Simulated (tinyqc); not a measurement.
# Threshold-voltage variability of a planar MOSFET, analytic estimates: effects of single changes

Three independent sources add in quadrature: random dopants in the depleted layer, metal-gate grains of two orientations, and roughness of the two gate edges acting through the roll-off VT = VT(long) - Vr exp(-L/l). These are first-order estimates: no three-dimensional electrostatics, no percolation.

Parameters, values chosen for the exercise; material values close to those of silicon: temperature T = 300 K; band gap Eg = 1.11 eV; relative permittivity of the semiconductor eps_r = 11.8; conduction-band density of states at T Nc = 2.8e19 cm^-3; valence-band density of states at T Nv = 2.63e19 cm^-3; channel doping Na = 4.5e18 cm^-3; oxide-equivalent thickness in inversion ti = 2.5 nm; gate length L = 16 nm; gate width W = 72 nm; metal grain size G = 4 nm; work-function difference of the two grain orientations dW = 0.2 eV; share of the orientation of higher work function p = 0.3; rms roughness of one gate edge De = 1.2 nm; correlation length of the roughness La = 15 nm; decay length of the threshold roll-off l = 3.9 nm; prefactor of the roll-off Vr = 2.4 V.

Constants: q = 1.602176634e-19 C, kB = 1.380649e-23 J/K, Vt = kB T/q, eps0 = 8.8541878128e-14 F/cm where lengths are in cm. Results are converted to the units shown.

Each table varies one quantity; the others keep the values above.

## Effect of the channel doping

ni = sqrt(Nc Nv) exp(-Eg/(2 Vt)), Eg in volts; Cox = 3.9 eps0/ti; Wd = sqrt(4 eps0 eps_r Vt ln(Na/ni)/(q Na)); dopants: s1 = (q/Cox) sqrt(Na Wd/(3 L W)). Grains: Ng = L W/G^2 (at least 1), s2 = dW sqrt(p (1 - p)/Ng). Edges, with exponential correlation and u = W/La: the mean gate length has sL^2 = 2 De^2 (2/u)[1 - (1 - exp(-u))/u]; s3 = sL (Vr/l) exp(-L/l). s = sqrt(s1^2 + s2^2 + s3^2). l and Vr are held fixed.

The same in every row: s2 (mV) = 10.80; s3 (mV) = 9.926.

Result of one run:
```
Na (cm^-3)  s1 (mV)  s (mV)  s sqrt(L W) (mV um)
2.6e17        25.86   29.73                1.009
```

What becomes of these results when the channel doping Na is changed from 2.6e17 to 4.5e18 cm^-3, all else the same?

Result of the changed run:
```
Na (cm^-3)  s1 (mV)  s (mV)  s sqrt(L W) (mV um)
4.5e18        54.84   56.77                1.927
```

The whole series:
```
Na (cm^-3)  s1 (mV)  s (mV)  s sqrt(L W) (mV um)
1.5e17        22.35   26.73               0.9073
2.6e17        25.86   29.73                1.009
4.7e17        30.24   33.61                1.141
8.2e17        35.03   37.98                1.289
1.5e18        41.08   43.62                1.480
2.6e18        47.48   49.69                1.687
4.5e18        54.84   56.77                1.927
8e18          63.79   65.45                2.222
```

As Na goes from 1.5e17 to 8e18 cm^-3, s rises from 26.7 to 65.5 mV. The dopants are the largest source in the first and the last row. s1 goes on average as Na^(0.26), near the 1/4 expected from Na Wd. For Na = 1.5e17 to 4.5e18 cm^-3 the depletion depth exceeds L, so source and drain share much of the charge and s1 is rough.

## Effect of the oxide-equivalent thickness in inversion

Same model as above.

l and Vr are held fixed.

The same in every row: s2 (mV) = 10.80; s3 (mV) = 9.926.

Effect of the oxide-equivalent thickness in inversion:
```
ti (nm)  s1 (mV)  s (mV)  s sqrt(L W) (mV um)
0.8        17.55   22.87               0.7763
1.2        26.33   30.14                1.023
1.6        35.10   38.04                1.291
2          43.88   46.26                1.570
2.4        52.65   54.66                1.855
2.8        61.43   63.15                2.143
3.2        70.20   71.72                2.434
```

Read the table: what changes, and by how much?

As ti goes from 0.8 to 3.2 nm, s rises from 22.9 to 71.7 mV. The dopants are the largest source in the first and the last row. s1 goes on average as ti^(1.00). In every row the depletion depth exceeds L, so source and drain share much of the charge and s1 is rough.

## Scaling length and width together

Same model as above.

l and Vr are held fixed. W = 4.5 L in every row; l is held fixed.

Scaling length and width together:
```
L (nm)  s1 (mV)  s2 (mV)   s3 (mV)  s (mV)  s sqrt(L W) (mV um)
10       87.751   17.282    54.264  104.61               2.2191
13       67.501   13.294    23.086  72.568               2.0012
16       54.844   10.801    9.9256  56.772               1.9269
19       46.185   9.0958    4.3042  47.268               1.9051
23       38.153   7.5139    1.4281  38.912               1.8985
29       30.259   5.9593   0.27779  30.841               1.8973
35       25.072   4.9377  0.054893  25.553               1.8972
```

What does the table show?

As L goes from 10 to 35 nm, s falls from 105 to 25.6 mV. The dopants are the largest source in the first and the last row. The product s sqrt(L W) falls from 2.22 to 1.90 mV um: s1 and s2 go as 1/sqrt(L W), so the change comes from s3 alone. For L = 10 to 16 nm the depletion depth exceeds L, so source and drain share much of the charge and s1 is rough.

Program tinyqc, `OMP_NUM_THREADS=1 python tinyqc.py 2090038 2090039 out.jsonl`; Intel Xeon 2.30GHz, shared host, one thread, about 0.01 s.
